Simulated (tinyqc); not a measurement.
Defect equilibria of an oxide against oxygen pressure (mass action): one step, computed by the program tinyqc. Command: `OMP_NUM_THREADS=1 python tinyqc.py 3014693 3014694 out.jsonl brouwer walk`. One thread of a shared host (Intel(R) Xeon(R) Processor @ 2.30GHz), about 0.01 s of CPU time with the checks.

Defects: oxygen vacancies V (charge +2), electrons n, holes p, the ionic partner X = V_M'' (charge -2), and the dopant. Activities are taken equal to concentrations.

Question. Conductivities. sigma_n = e n mu_n, sigma_p = e p mu_p, sigma_ion = 2 e [V] mu_V with mu_V = 2 e D/(k_B T) and D = D_0 exp(-E_m/k_B T); only the oxygen vacancies carry ionic current, and the ionic transport number is sigma_ion over the total.

Inputs (values chosen for the exercise, for a model oxide):
```
quantity                          value        unit
temperature T                       700           K
electron mobility mu_n            0.012  cm^2/(V s)
hole mobility mu_p                 0.01  cm^2/(V s)
vacancy diffusion prefactor D_0  0.0014      cm^2/s
vacancy migration energy E_m        1.1          eV
```

Ionic disorder: Schottky, oxide MO. Dopant (singly charged, fully ionised): donor.

n = 1.028441e+17 cm^-3

[V] = 20685.71 cm^-3

p = 0.002077189 cm^-3

Constants: k_B = 8.617333262e-05 eV/K; e = 1.602176634e-19 C.

Give: sigma_n; sigma_p; sigma_ion; total conductivity; ionic transport number.

Answer.

sigma_n = 1.977e-04 S/cm

sigma_p = 3.328e-24 S/cm

sigma_ion = 3.702e-24 S/cm

total conductivity = 1.977e-04 S/cm

ionic transport number = 1.872e-20

The conductor is mainly n-type electronic here. Caution: X far outnumbers the oxygen vacancies, so the ionic conductivity given leaves out the majority ionic defect.
